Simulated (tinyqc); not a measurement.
From one set of inputs to another, one input at a time: admittance spectroscopy and thermally stimulated current of one trap level in a depletion layer. Computed by tinyqc, a small Python program. Command: `OMP_NUM_THREADS=1 python tinyqc.py 3111458 3111459 out.jsonl admit ladder`. One thread of a shared host (Intel(R) Xeon(R) Processor @ 2.30GHz), about 0.01 s of CPU time with the checks.

A Schottky junction on n-type material holds one donor-like electron trap; shallow donors are fully ionised and abrupt depletion edges are assumed.

The inputs printed are set A. Set A is modelled on n-type beta-Ga2O3; the values taken over come from a set modelled on n-type germanium. Inputs not listed in the table keep their values of set A, so the rows need not describe a real material.

Inputs (values chosen for the exercise, modelled on n-type beta-Ga2O3): dielectric constant eps = 10.4; density-of-states mass m = 0.286 m_0; shallow doping N = 6.2e+16 1/cm^3; trap density N_t = 1e+16 1/cm^3; trap depth E_t below the band = 0.494 eV; capture cross section sigma = 2e-15 cm^2; band bending V_b = 2.1 V; test frequency f = 80000 Hz; heating rate beta = 0.15 K/s.

Constants: k_B = 1.380649e-23 J/K; m_0 = 9.1093837015e-31 kg; h = 6.62607015e-34 J s; k_B = 8.617333262e-05 eV/K; eps_0 = 8.8541878128e-12 F/m; e = 1.602176634e-19 C.

Method:
- N_c = 2 (2 pi m k_B T/h^2)^(3/2), v_th = sqrt(3 k_B T/m), emission rate e_n = sigma v_th N_c exp(-E_t/(k_B T)).
- Where the level crosses the Fermi level capture equals emission, so the trap follows the signal with the rate 2 e_n; G/omega peaks at omega = 2 e_n (the correction for large N_t/N is left out).
- Solve 2 e_n(T_p) = 2 pi f.
- With E_c - E_F = k_B T_p ln(N_c/N): lambda = sqrt(2 eps eps_0 (E_t - (E_c - E_F))/(e^2 N)); traps are empty and charged for x < x_t = w - lambda, and V_b = e (N w^2 + N_t x_t^2)/(2 eps eps_0). High frequency: C_hf = eps eps_0/w. Low frequency: C_lf = eps eps_0 (N + N_t)/(N w + N_t x_t).
- Thermally stimulated current without retrapping: filled share n(T) = exp(-(1/beta) int e_n dT), current proportional to e_n n; the peak obeys beta (E_t/(k_B T^2) + 2/T) = e_n(T). The integral starts at 0.5 T_m and uses 4000 trapezoid steps to 1.2 T_m.
- Chen's first-order estimate from the full width W = T_2 - T_1 between the half-height points: E = 2.52 k_B T_m^2/W - 2 k_B T_m.

Each row keeps all changes above it:
```
input moved                            from       to  peak temperature T_p (K)  peak temperature T_m (K)  lambda (nm)
set A                                     -        -                     408.6                     199.1         78.5
trap density N_t (1/cm^3)             1e+16  1.8e+15                     408.6                     199.1         78.5
density-of-states mass m (m_0)        0.286     0.53                     393.5                     195.4         75.7
capture cross section sigma (cm^2)    2e-15  3.4e-14                     335.5                     180.0         79.8
test frequency f (Hz)                 80000    20000                     312.7                     180.0         81.3
shallow doping N (1/cm^3)           6.2e+16  7.3e+15                     312.7                     180.0        216.8
trap depth E_t below the band (eV)    0.494    0.178                     125.2                      70.9        134.3
heating rate beta (K/s)                0.15     0.59                     125.2                      74.0        134.3
```

Which inputs carry the difference?

Peak temperature T_p goes from 409 to 125, a factor 0.306 in all. The largest single move comes from trap depth E_t below the band (a factor 0.400). Peak temperature T_m goes from 199 to 74.0, a factor 0.371 in all. The largest single move comes from trap depth E_t below the band (a factor 0.394). Lambda goes from 78.5 to 134, a factor 1.71 in all. The largest single move comes from shallow doping N (a factor 2.67), and trap depth E_t below the band works against it (a factor 0.619). The single moves hold for this order of the switches; the total does not depend on the order.

Extremes, crossings and ranges named in words are read from the listed rows.
